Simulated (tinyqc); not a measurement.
LED efficiency against current.

ABC model of an LED: J = q da (A n + Ba n^2 + Ca n^3), IQE = Ba n^2/(A n + Ba n^2 + Ca n^3), differential lifetime 1/(A + 2 Ba n + 3 Ca n^2).

Parameters, values chosen for the exercise: defect coefficient of the active layer A = 9.8e5 1/s; radiative coefficient of the active layer Ba = 3.7e-10 cm^3/s; Auger coefficient of the active layer Ca = 9.2e-31 cm^6/s; thickness of the active layer da = 50 nm.

Constants: q = 1.602176634e-19 C. Results are converted to the units shown.

Result of one run:
```
J (A/cm^2)  n (cm^-3)  IQE (%)  defect share (%)  Auger share (%)  differential lifetime (ns)
20000       8.1313e18   97.987          0.031918           1.9811                     0.16127
```

What becomes of these results when the current density J is changed from 20000 to 1000 A/cm^2, all else the same?

Result of the changed run:
```
J (A/cm^2)  n (cm^-3)  IQE (%)  defect share (%)  Auger share (%)  differential lifetime (ns)
1000        1.8313e18   99.404           0.14377          0.45264                     0.73239
```

The whole series:
```
J (A/cm^2)  n (cm^-3)  IQE (%)  defect share (%)  Auger share (%)  differential lifetime (ns)
1           5.6771e16   95.530            4.4569         0.013485                      23.256
4           1.1484e17   97.718            2.2538         0.027902                      11.629
20          2.5836e17   98.922            1.0141         0.063548                      5.1989
80          5.1787e17   99.364           0.50820          0.12795                      2.5978
300         1.0035e18   99.489           0.26260          0.24824                      1.3399
1000        1.8313e18   99.404           0.14377          0.45264                     0.73239
5000        4.0852e18   98.931          0.064143           1.0049                     0.32573
20000       8.1313e18   97.987          0.031918           1.9811                     0.16127
1e5         1.7970e19   95.709          0.014107           4.2764                    0.070474
```

The IQE goes from 95.5 through a maximum of 99.5 (at J = 300 A/cm^2 among the rows listed) to 95.7 %. The exact peak, Q/(Q + 2) = 99.5 % with Q = Ba/sqrt(A Ca) = 390, lies at n = sqrt(A/Ca) = 1.03e18 cm^-3, J = 317 A/cm^2, where the defect and Auger shares are equal. n goes as J^(0.51) at the low end and J^(0.49) at the high end.

Numbers from tinyqc (`OMP_NUM_THREADS=1 python tinyqc.py 2300125 2300126 out.jsonl`; about 0.01 s on one thread of a shared Intel Xeon 2.30GHz).
